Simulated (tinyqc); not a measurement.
Admittance spectroscopy and thermally stimulated current of one trap level in a depletion layer: one step, computed by the program tinyqc.

A Schottky junction on n-type material holds one donor-like electron trap; shallow donors are fully ionised and abrupt depletion edges are assumed.

Question. The capacitance step. With E_c - E_F = k_B T_p ln(N_c/N): lambda = sqrt(2 eps eps_0 (E_t - (E_c - E_F))/(e^2 N)); traps are empty and charged for x < x_t = w - lambda, and V_b = e (N w^2 + N_t x_t^2)/(2 eps eps_0). High frequency: C_hf = eps eps_0/w. Low frequency: C_lf = eps eps_0 (N + N_t)/(N w + N_t x_t).

Inputs (values chosen for the exercise, modelled on n-type GaAs): dielectric constant eps = 12.9; shallow doping N = 3.9e+15 1/cm^3; trap density N_t = 2e+14 1/cm^3; trap depth E_t below the band = 0.477 eV; band bending V_b = 0.76 V.

E_c - E_F = k_B T_p ln(N_c/N) = 0.1508855 eV

Constants: eps_0 = 8.8541878128e-12 F/m; e = 1.602176634e-19 C.

Give: lambda; depletion width w; crossing point x_t; C_hf; C_lf; step (C_lf - C_hf)/C_hf; small-N_t estimate (N_t/N)(lambda/w).

Answer.

lambda = 345.3 nm

depletion width w = 525.5 nm

crossing point x_t = 180.2 nm

C_hf = 21.73 nF/cm^2

C_lf = 22.45 nF/cm^2

step (C_lf - C_hf)/C_hf = 0.03311

small-N_t estimate (N_t/N)(lambda/w) = 0.03369

Reading N_t/N straight from the step would give 0.0331 against the true 0.0513: the factor lambda/w must be known.
